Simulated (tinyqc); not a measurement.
Kinetics of strain relaxation and threading dislocations in mismatched semiconductor layers: one step, computed by the program tinyqc.

60-degree dislocations on {111} planes of a (001) layer, isotropic elasticity. The Schmid factor is 1/sqrt(6), and a misfit segment relieves strain with b/2.

Problem. Excess stress and glide velocity at the start. Excess resolved stress tau = (1/sqrt 6) [2 G (1 + nu)/(1 - nu)] (e - e_eq), e_eq = b (1 - nu/4) [ln(h/b) + 1]/(4 pi (1 + nu) h), the Matthews-Blakeslee strain of an uncapped layer; glide velocity v = v0 tau exp(-Q/(k_B T)), tau in MPa.

Inputs (values chosen for the exercise, modelled on In(0.2)Ga(0.8)As on GaAs):

| quantity | value | unit |
|---|---|---|
| misfit f | 0.0149 | - |
| shear modulus G | 42.6 | GPa |
| Poisson ratio nu | 0.32 | - |
| Burgers vector b | 4.05 | angstrom |
| glide activation energy Q | 1.34 | eV |
| velocity prefactor v0 | 11000 | m/s per MPa |
| layer thickness h | 25 | nm |
| anneal temperature T | 745 | K |

Constants: k_B = 8.617333262e-05 eV/K.

Give: equilibrium strain e_eq; excess stress tau; mobility v/tau; initial velocity.

Solution.

equilibrium strain e_eq = 0.0046028

excess stress tau = 695.26 MPa

mobility v/tau = 9.4745e-06 m/s per MPa

initial velocity = 6587.3 micrometre/s
